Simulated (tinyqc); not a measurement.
# Worked calculation: n-type polysilicon, carrier trapping at grain boundaries

Computed by the program tinyqc: `OMP_NUM_THREADS=1 python tinyqc.py 2830117 2830118 out.jsonl`, one thread of a shared Intel Xeon 2.30GHz, about 0.01 s for the whole run. Printed values are rounded.

One-dimensional grains of size Lg, uniform ionised doping N, monovalent traps Qt at each boundary at a depth Et below (for electrons) or above (for holes) the band edge there, abrupt depletion of width W on each side of a boundary, Boltzmann statistics. xi is the distance from the band edge at the grain centre to the Fermi level. Trapped charge Qt/(1 + exp((xi + VB - Et)/Vt)) = 2 N W, barrier VB = q N W^2/(2 eps0 eps_r).

Values chosen for this exercise; values of the order met in polycrystalline silicon:
- T = 300 K (temperature)
- eps_r = 11.7 (relative permittivity)
- NB = 2.8e19 cm^-3 (conduction-band density of states at T)
- Lg = 19 nm (grain size)
- Qt = 8.3e11 cm^-2 (trap density of a grain boundary)
- Et = 0.38 eV (depth of the trap level from the majority band edge at the boundary)
- ms = 0.34 m0 (mass for thermionic emission)
- fe = 0.25 (correction factor of the emission rate)
- mug = 76 cm^2/(V s) (mobility inside the grains)
- N = 2e18 cm^-3 (doping)

Constants: q = 1.602176634e-19 C, kB = 1.380649e-23 J/K, m0 = 9.1093837015e-31 kg, Vt = kB T/q, eps0 = 8.8541878128e-14 F/cm where lengths are in cm. Results are converted to the units shown.

Range of the model: VB is below Vt, where abrupt depletion and thermionic emission are rough.

## Starting value

W = 1.7 nm.

W at the start = 1.7 nm

## Iteration 1: new W

Partly depleted grain, xi = Vt ln(NB/N): f = 1/(1 + exp((xi + VB - Et)/Vt)), g = Qt f - 2 N W, g' = -2 Qt f (1 - f) VB/(W Vt) - 2 N, W(new) = W - g/g'.

VB = 0.004469651 V
f = 0.9999931
g = 1.499943e11 cm^-2
g' = -4.000012e11 cm^-2/nm
W after iteration 1 = 2.074985 nm

## Iteration 2: new W

As before.

VB = 0.006658947 V
f = 0.9999925
g = -69087.97 cm^-2
g' = -4.000015e11 cm^-2/nm
W after iteration 2 = 2.074984 nm

## Course of the iteration

Stop when the step is below 1e-10 nm, or after 40 iterations.

Course of the iteration:
```
iteration	W before the step (nm)	step (nm)
1	1.7	0.375
2	2.074985	-1.73e-7
3	2.074984	0
```

Converged in 3 iterations.

## Depletion width, Fermi level and barrier

If the trap equation with xi = Vt ln(NB/N) has a root W < Lg/2, the grain is partly depleted; otherwise W = Lg/2 and the trap equation gives xi = Et - VB + Vt ln(Qt/(N Lg) - 1). N* = Qt/Lg.

N* = 4.368421e17 cm^-3
W = 2.074984 nm
xi = 0.06822491 V
VB = 0.006658946 V
share of traps filled = 0.9999925

N is 4.58 N*, and the grain is partly depleted; VB = 0.258 Vt.

## Resistivity and effective mobility

n0 = NB exp(-xi/Vt); mean density n0 (1 - 2 W/Lg) by charge balance in a partly depleted grain, and n0 (sqrt(pi)/2) erf(u)/u with u = sqrt(VB/Vt) in a fully depleted one; v = sqrt(kB T/(2 pi ms m0)); barrier resistivity Vt exp(VB/Vt)/(q fe n0 v Lg); grain resistivity (1 - 2 W/Lg)/(q n0 mug); effective mobility 1/(q mean density total resistivity).

n0 = 2e18 cm^-3
mean density = 1.563161e18 cm^-3
v = 4.613477e6 cm/s
barrier resistivity = 0.04763182 ohm cm
grain resistivity = 0.03209370 ohm cm
resistivity = 0.07972552 ohm cm
effective mobility = 50.08279 cm^2/(V s)

The resistivity is 1.94 times that of a single crystal with the same N and mobility mug, and the mean density is 78.2 % of N.
